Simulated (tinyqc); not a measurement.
## Phase-change memory cell, resistance drift and retention: effect of the operating temperature

The amorphous state follows Ra = R0 (t/t0)^nu exp[(q Ec/kB)(1/T - 1/(300 K))], with nu taken as independent of T. An intermediate level follows the logarithmic mixing rule ln R = (1 - fa) ln Rc + fa ln Ra with constant Rc. The time to lose the data by crystallisation is tr = tx exp[(q Ex/kB)(1/T - 1/Tx)]; 1 year = 3.15576e7 s. These are empirical laws.

T10 is the temperature at which tr is ten years.

Parameters, values chosen for the exercise; values of the order found in chalcogenide phase-change cells:
```
symbol  value  unit                                            meaning
R0        8.1  Mohm  resistance of the amorphous state at t0 and 300 K
t0          1     s                                     reference time
nu      0.114                                           drift exponent
Ec       0.18    eV                    activation energy of conduction
Ex        2.8    eV               activation energy of crystallisation
Tx        498     K                              temperature of a bake
tx         25     s                   time to crystallise in that bake
t         1e6     s                                   time of the read
Rc         50  kohm                resistance of the crystalline state
```

Constants: q = 1.602176634e-19 C, kB = 1.380649e-23 J/K. Results are converted to the units shown.

The same in every row: T10 (K) = 398.2.

Results:
```
T (K)  Ra (Mohm)  Ra/Rc  tr (years)
298        41.00  820.0    8.248e12
313        29.30  586.0    4.436e10
328        21.59  431.9     3.848e8
343        16.35  326.9     5.056e6
358        12.66  253.3     9.550e4
373        10.02  200.3        2482
388        8.066  161.3       85.56
418        5.481  109.6      0.2099
```

Estimate the missing row, T = 403 K.

Computed row:
```
T (K)  Ra (Mohm)  Ra/Rc  tr (years)
403        6.601  132.0       3.789
```

With this row back in the table: As T goes from 298 to 418 K, Ra falls from 41.0 to 5.48 Mohm, tr falls from 8.25e12 to 0.210 years and T10 stays at 398 K. Retention changes by 14 decades and the read window by 0.87, in the ratio Ex/Ec. For T = 298 to 358 K tr is an extrapolation over many decades from the bake and only says that crystallisation is no limit.

Program tinyqc, `OMP_NUM_THREADS=1 python tinyqc.py 2880101 2880102 out.jsonl`; Intel Xeon 2.30GHz, shared host, one thread, about 0.01 s.
